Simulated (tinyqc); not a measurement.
Inside a calculation. Model: threshold-voltage variability of a planar MOSFET, analytic estimates.

Program tinyqc, `OMP_NUM_THREADS=1 python tinyqc.py 2090138 2090139 out.jsonl`; Intel Xeon 2.30GHz, shared host, one thread, about 0.01 s. Printed values are rounded.

Three independent sources add in quadrature: random dopants in the depleted layer, metal-gate grains of two orientations, and roughness of the two gate edges acting through the roll-off VT = VT(long) - Vr exp(-L/l). These are first-order estimates: no three-dimensional electrostatics, no percolation.

Inputs (values chosen for the exercise); material values those of a made-up semiconductor:
- T = 293 K (temperature)
- Eg = 0.733 eV (band gap)
- eps_r = 19.4 (relative permittivity of the semiconductor)
- Nc = 9.39e18 cm^-3 (conduction-band density of states at T)
- Nv = 4.97e18 cm^-3 (valence-band density of states at T)
- Na = 3.1e17 cm^-3 (channel doping)
- ti = 1.3 nm (oxide-equivalent thickness in inversion)
- L = 65 nm (gate length)
- W = 99 nm (gate width)
- G = 4 nm (metal grain size)
- dW = 0.1 eV (work-function difference of the two grain orientations)
- p = 0.6 (share of the orientation of higher work function)
- De = 0.6 nm (rms roughness of one gate edge)
- La = 20 nm (correlation length of the roughness)
- l = 13 nm (decay length of the threshold roll-off)
- Vr = 2.8 V (prefactor of the roll-off)
- n = 1.44 (subthreshold factor)
- gI = 5 1/V (gm/I of a matched pair)
- sb = 2.8 % (spread of the gain factor of one device)
- Nb = 1048576 (number of cells)
- Y = 0.4 (wanted yield)

Constants: q = 1.602176634e-19 C, kB = 1.380649e-23 J/K, Vt = kB T/q, eps0 = 8.8541878128e-14 F/cm where lengths are in cm. Results are converted to the units shown.

## Random dopants

ni = sqrt(Nc Nv) exp(-Eg/(2 Vt)), Eg in volts; Cox = 3.9 eps0/ti; Wd = sqrt(4 eps0 eps_r Vt ln(Na/ni)/(q Na)); dopants: s1 = (q/Cox) sqrt(Na Wd/(3 L W)). The slope A1 = s1 sqrt(L W); mean number of dopants Na L W Wd.

Cox = 2.656256 uF/cm^2
Wd = 63.16498 nm
mean number of dopants = 126.0047
A1 = 0.4873027 mV um
s1 = 6.074696 mV

Counting alone, 1/sqrt(N) of the depletion voltage q Na Wd/Cox = 118 mV, would give sqrt(3) times more: dopants deep in the layer act less on the surface.

## Metal grains and edge roughness

Grains: Ng = L W/G^2 (at least 1), s2 = dW sqrt(p (1 - p)/Ng). Edges, with exponential correlation and u = W/La: the mean gate length has sL^2 = 2 De^2 (2/u)[1 - (1 - exp(-u))/u]; s3 = sL (Vr/l) exp(-L/l).

Ng = 402.1875
s2 = 2.442819 mV
sL = 0.4822405 nm
dVT/dL = 1.451250 mV/nm
s3 = 0.6998515 mV

## Total spread, mismatch and leakage

s = sqrt(s1^2 + s2^2 + s3^2). For a pair: s(dVT) = sqrt(2) s; current mismatch sqrt(2) sqrt((gI s)^2 + sb^2); input offset = current mismatch/gI. For a Gaussian VT the off current is log-normal with mean/median = exp(s^2/(2 (n Vt)^2)).

s = 6.584762 mV
s(dVT) = 9.312259 mV
current mismatch = 6.112245 %
input offset = 12.22449 mV
mean/median of Ioff = 1.016535

The dopants give 85.1 % of the variance; without them s would be 2.54 mV.

## Iteration 1: margin in standard deviations for the wanted yield

k at the start = 4

Cells fail independently with probability Q(k) = erfc(k/sqrt(2))/2 when the margin is k standard deviations, and Y = exp(-Nb Q(k)). phi = exp(-k^2/2)/sqrt(2 pi). Newton steps on ln Q(k) = ln(-ln(Y)/Nb): k(new) = k + [ln Q - ln(-ln(Y)/Nb)] Q/phi.

Q(k) = 3.167124e-5
phi = 1.338302e-4
k after iteration 1 = 4.849644

## Iteration 2: margin in standard deviations for the wanted yield

As before.

Q(k) = 6.184148e-7
phi = 3.117547e-6
k after iteration 2 = 4.781061

## Course of the iteration: margin in standard deviations for the wanted yield

Stop when k changes by less than 1e-9, or after 30 iterations.

Course of the iteration:

| iteration | k | \|change\| |
|---|---|---|
| 1 | 4.849644 | 0.850 |
| 2 | 4.781061 | 0.0686 |
| 3 | 4.780605 | 4.56e-4 |
| 4 | 4.780605 | 2.02e-8 |
| 5 | 4.780605 | 0 |

Converged in 5 iterations. At the end the number of correct digits about doubles with each step. With s(dVT) = 9.31 mV, 4.78 standard deviations are 44.5 mV.
